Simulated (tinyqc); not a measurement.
Inside a calculation. Model: dopant redistribution at a moving silicon-oxide interface during parabolic oxidation. Computed by tinyqc, a small Python program that keeps every step. Command: `OMP_NUM_THREADS=1 python tinyqc.py 3001254 3001255 out.jsonl segox walk`. One thread of a shared host (Intel(R) Xeon(R) Processor @ 2.30GHz), about 0.01 s of CPU time with the checks. Intermediate numbers are printed to about 7 digits and carried at full precision; extremes and crossings named in words are read from the listed rows.

Uniformly doped silicon is oxidised with x_ox = sqrt(B t); the interface advances into the silicon by alpha x_ox, alpha = 0.44. The dopant does not move in the oxide, and at the interface C(silicon) = m C(oxide).

Inputs (values chosen for the exercise, modelled on arsenic in silicon under steam): dopant prefactor D0 = 8.66 cm^2/s; dopant activation energy E = 4 eV; oxidation prefactor B0 = 370 um^2/h; oxidation activation energy E_B = 0.784 eV; segregation coefficient m = C(silicon)/C(oxide) = 10; bulk doping C_B = 1.3e+17 1/cm^3; temperature T = 925 C; time t = 2.3 h.

Constants: k_B = 8.617333262e-05 eV/K.

## Rates

D = D0 exp(-E/(k_B T)), converted with 1 cm^2/s = 3.6e11 um^2/h; B = B0 exp(-E_B/(k_B T)); s = alpha sqrt(B/(4 D)), the interface advance over 2 sqrt(D t). Temperatures in kelvin are T(C) + 273.15.

D = 4.662522e-05 um^2/h

B = 0.1864072 um^2/h

s = 13.91053

oxide thickness = 0.6547797 um

diffusion length 2 sqrt(D t) = 0.02071116 um

The interface outruns diffusion. Caution: in this case the oxide is not much thicker than a typical Deal-Grove length A, so real growth is slower than parabolic. Caution: parabolic growth needs an oxide much thicker than the Deal-Grove length A, which fails for thin films and low temperatures; oxidation-enhanced or retarded diffusion is ignored.

## Interface concentration

With the dopant diffusivity D and s = alpha x_ox/(2 sqrt(D t)), in the silicon C = C_B + (C_s - C_B) erfc(y/(2 sqrt(D t)))/erfc(s), y from the original surface. Dopant balance at the interface gives C_s/C_B = 1/[1 + (1/(m alpha) - 1) g], g = sqrt(pi) s exp(s^2) erfc(s).

g = 0.9974358

ratio C_s/C_B = 4.361972

C_s in the silicon = 5.670563e+17 1/cm^3

concentration in the oxide = 5.670563e+16 1/cm^3

m alpha = 4.400: the oxide rejects dopant, which piles up in the silicon. For a very fast interface the ratio would tend to m alpha.

## Dose moved

Consumed silicon held alpha x_ox C_B; the oxide holds x_ox times the dopant concentration in the oxide; the difference is the excess in the silicon; 1 um = 1e-4 cm.

dopant in the consumed silicon = 3.745340e+12 1/cm^2

dopant in the oxide = 3.712970e+12 1/cm^2

excess in the silicon = 3.237029e+10 1/cm^2

## Profile below the interface

Depths z are counted from the present interface: y/(2 sqrt(D t)) = s + z/(2 sqrt(D t)); take z/(2 sqrt(D t)) = 0, 0.05, 0.1, 0.2, 0.3, 0.5, 0.75, 1, 1.5.

Profile:
```
z/(2 sqrt(D t))      z (um)     C/C_B
0.00             0.00000000  4.361972
0.05             0.00103556  1.831441
0.10             0.00207112  1.204599
0.20             0.00414223  1.012205
0.30             0.00621335  1.000714
0.50             0.01035558  1.000002
0.75             0.01553337  1.000000
1.00             0.02071116  1.000000
1.50             0.03106674  1.000000
```

## Temperature and segregation coefficient

The formulas are those given above.

C_s/C_B:
```
T (C)         s    this m    m = 0.2  m = 1/alpha    m = 10
850    39.35515  4.395180  0.0880259            1  4.395180
900    19.38562  4.380264  0.0881065            1  4.380264
950    10.11811  4.329141  0.0883881            1  4.329141
1000    5.55775  4.180289  0.0892584            1  4.180289
1050    3.19421  3.837205  0.0916038            1  3.837205
1100    1.91137  3.270724  0.0969818            1  3.270724
1150    1.18576  2.630786  0.1073681            1  2.630786
1200    0.75985  2.100064  0.1246043            1  2.100064
```

s falls from 39.4 to 0.760 as T rises, because diffusion has the larger activation energy (4 against 0.784 eV); the ratio for this m moves from 4.395 to 2.100, towards 1. At m = 1/alpha the oxide takes exactly what the silicon held, and nothing moves. The ratio does not depend on time, since both lengths grow as sqrt(t).

Checks made by the program: excess against the integral of the profile (relative difference 3e-10).
